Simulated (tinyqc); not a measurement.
What grading buys: minority-electron transport through the base of a bipolar transistor (Moll-Ross and Kroemer integrals). Computed by tinyqc, a small Python program. Command: `OMP_NUM_THREADS=1 python tinyqc.py 3008791 3008792 out.jsonl base walk`. One thread of a shared host (Intel(R) Xeon(R) Processor @ 2.30GHz), about 0.01 s of CPU time with the checks.

Low injection, one dimension, x from the emitter edge (0) to the collector edge (W), s = x/W. Recombination is treated as a small correction (valid for tau_B well below tau_n), computed from the stored charge.

Inputs (values chosen for the exercise, modelled on SiGe): base doping at the emitter edge N_0 = 4.8e+19 1/cm^3; base width W = 280 nm; mu_min = 190 cm^2/(V s); mu_max = 1050 cm^2/(V s); N_ref = 2.7e+17 1/cm^3; saturation velocity v_s = 0.9 1e7 cm/s; temperature T = 300 K.

Base doping profile: uniform. Gap grading: linear. Exit of the base: infinite sink.

Constants: k_B = 8.617333262e-05 eV/K.

Method. N(x) = N_0; n_i(x)^2 = n_i^2 exp(s dE_g/k_B T); D(x) = (k_B T/e) mu, mu = mu_min + (mu_max - mu_min)/(1 + (N/N_ref)^0.7). With y(x) = N n_i^2/(D n_i(x)^2): base Gummel number G_B = int_0^W y dx; J_C = e n_i^2 exp(e V_BE/k_B T)/G_B; n(x) = (J_C/e)(n_i(x)^2/(N n_i^2)) [int_x^W y dx]; transit time tau_B = (e/J_C) int n dx; trapezoid rule on 401 even points.

The same base with other gradings:
```
dE_g (meV)  dE_g/k_B T  G_B (s/cm^4)  J_C gain  tau_B (ps)  speed gain
0                0.000    2.4489e+14     1.000      71.426      1.0000
25               0.967    1.5695e+14     1.560      53.044      1.3465
50               1.934    1.0831e+14     2.261      41.192      1.7340
75               2.901    7.9772e+13     3.070      33.200      2.1514
100              3.868    6.1986e+13     3.951      27.583      2.5895
150              5.802    4.2079e+13     5.820      20.390      3.5030
200              7.736    3.1641e+13     7.739      16.080      4.4420
300             11.605    2.1104e+13    11.604      11.250      6.3490
```

What follows from these numbers?

At 100 meV J_C rises by a factor 3.95 and the transit is 2.59 times faster; at 300 meV the factors are 11.60 and 6.35. For a uniform base without exit term both tend to be linear in dE_g/k_B T, J_C as x/(1 - exp(-x)) and the speed as x/2.
